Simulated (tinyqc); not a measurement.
From results to parameters: minimal-basis H2. Computed by the program tinyqc with PySCF.

Problem. For two electrons in the two orbitals of minimal-basis H2, the CIS energies are e2 - e1 - J12 + 2 K12 and e2 - e1 - J12, and E_corr = D - sqrt(D^2 + K12^2) with 2D the energy of the double excitation. Find J12, K12, D, the MP2 energy and the weight of the double excitation.

orbital gap e2 - e1 = 0.28866734 hartree
CIS singlet and triplet energies (hartree): 0.343920  -0.210442
FCI correlation energy = -0.21754044 hartree

Solution. Half the singlet-triplet splitting is K12, the gap less the triplet energy is J12, D = (E_corr^2 - K12^2)/(2 E_corr), MP2 is -K12^2/(2 gap), and the weight is c^2/(1 + c^2) with c = E_corr/K12.

J12, K12, D (hartree): 0.499  0.277  0.068
MP2 correlation energy = -0.133076 hartree
weight of the double excitation = 0.381
